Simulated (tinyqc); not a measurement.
# Fully depleted semiconductor-on-insulator film with two gates, non-linear Poisson equation by Newton steps: what changes with what

One dimension across the film, front interface at x = 0, back interface at x = ts. psi is counted from the intrinsic level, n = ni exp(psi/Vt) (source grounded), holes neglected, acceptors ionised. Gates act through Cox = eps0 eox/tox and Cbox = 3.9 eps0/tb with potentials G1 = Vg - (phiM - chi - Vt ln(Nc/ni)) and G2 = Vb - (phiB - chi - Vt ln(Nc/ni)). Classical Boltzmann densities, no interface charge, no depletion in the back plane.

Parameters, values chosen for the exercise; band and dielectric values close to those of silicon: temperature T = 300 K; band gap Eg = 1.14 eV; relative permittivity eps_r = 11.5; conduction-band density of states at T Nc = 2.8e19 cm^-3; valence-band density of states at T Nv = 2.68e19 cm^-3; electron affinity chi = 4.13 eV; relative permittivity of the gate insulator (close to silicon dioxide) eox = 3.9; insulator thickness tox = 2.8 nm; film thickness ts = 18 nm; buried-oxide thickness (eps_r 3.9) tb = 11 nm; acceptor density of the film Na = 1e15 cm^-3; work function of the front gate phiM = 4.43 eV; work function of the back plane phiB = 4.63 eV; back-gate voltage Vb = 0 V.

Constants: q = 1.602176634e-19 C, kB = 1.380649e-23 J/K, Vt = kB T/q, eps0 = 8.8541878128e-14 F/cm where lengths are in cm. Results are converted to the units shown.

Each table varies one quantity; the others keep the values above.

## Charge against front-gate voltage

ni = sqrt(Nc Nv) exp(-Eg/(2 Vt)), Eg in volts. The Poisson equation eps0 eps_r d2psi/dx2 = q (n + Na), with -eps0 eps_r dpsi/dx = Cox (G1 - psi) at x = 0 and eps0 eps_r dpsi/dx = Cbox (G2 - psi) at x = ts, is solved on 300 equal intervals with half boxes at both ends; N_inv is the trapezoid sum of n. Swing = ln 10/(d ln N_inv/dVg); the last column is (dN_inv/dVb)/(dN_inv/dVg).

Results:
```
Vg (V),psi front (V),psi back (V),N_inv (cm^-2),centroid/ts,swing (mV/decade),q dN_inv/dVg over Cox,back/front leverage
-0.14,0.122,0.103,1.05e6,0.441,82.2,3.80e-6,0.381
0.16,0.379,0.269,7.00e9,0.219,77.6,0.0270,0.262
0.31,0.483,0.328,2.45e11,0.158,156,0.471,0.232
0.46,0.532,0.346,9.90e11,0.119,391,0.758,0.213
0.61,0.559,0.351,1.93e12,0.0950,678,0.850,0.204
0.76,0.577,0.354,2.93e12,0.0798,984,0.892,0.199
0.91,0.591,0.355,3.98e12,0.0691,1.30e3,0.917,0.196
1.06,0.602,0.356,5.05e12,0.0613,1.62e3,0.932,0.194
```

Estimate the missing row, Vg = 0.01 V.

Computed row:
```
Vg (V),psi front (V),psi back (V),N_inv (cm^-2),centroid/ts,swing (mV/decade),q dN_inv/dVg over Cox,back/front leverage
0.01,0.251,0.186,7.88e7,0.311,77.9,3.02e-4,0.309
```

With this row back in the table: N_inv passes 1e11 cm^-2 at Vg = 0.260 V. The swing starts at 82.2 mV a decade, against (1 + k) Vt ln 10 = 69.3 for a front channel with k = Cs Cbox/(Cox (Cs + Cbox)) = 0.164, Cs = eps0 eps_r/ts; above threshold this column is no longer a subthreshold swing. The centroid falls from 0.441 to 0.0613 of ts and the leverage of the back gate falls from 0.381 to 0.194. For Vg = 0.61, 0.76, 0.91, 1.06 the density at an interface exceeds 0.3 Nc, where Boltzmann statistics fail. For Vg = 0.31, 0.46, 0.61, 0.76, 0.91, 1.06 the classical centroid lies within 3 nm of an interface, where confinement, left out, would push it away.

## Threshold and coupling against the back-gate voltage

VT is the Vg for N_inv = 1e11 cm^-2; -dVT/dVb from the linearised equation. Limits with Cs = eps0 eps_r/ts: front channel Cs Cbox/(Cox (Cs + Cbox)), back channel Cbox (Cox + Cs)/(Cox Cs). Swing at N_inv = 1e8 cm^-2.

The same in every row: front-channel limit = 0.164; back-channel limit = 0.809.

Threshold and coupling against the back-gate voltage:
```
Vb (V),VT (V),centroid/ts at VT,-dVT/dVb,swing (mV/decade)
-2.25,0.685,0.0267,0.175,70.0
-1.5,0.552,0.0372,0.179,70.3
-0.75,0.415,0.0613,0.190,71.2
0,0.260,0.176,0.241,77.8
0.75,-0.0635,0.856,0.669,103
1.5,-0.614,0.955,0.765,106
2.25,-1.20,0.974,0.783,106
```

As Vb goes from -2.25 to 2.25, VT falls from 0.685 to -1.20 V, the centroid rises from 0.0267 to 0.974 of ts and -dVT/dVb rises from 0.175 to 0.783. The coupling covers 1.73 % of the way from the front-channel to the back-channel limit in the first row and 96.0 % in the last. A positive back bias draws the electrons to the back interface, where the back gate has more leverage and the front gate less, so the swing worsens.

Program tinyqc, `OMP_NUM_THREADS=1 python tinyqc.py 2190121 2190122 out.jsonl`; Intel Xeon 2.30GHz, shared host, one thread, about 0.7 s.
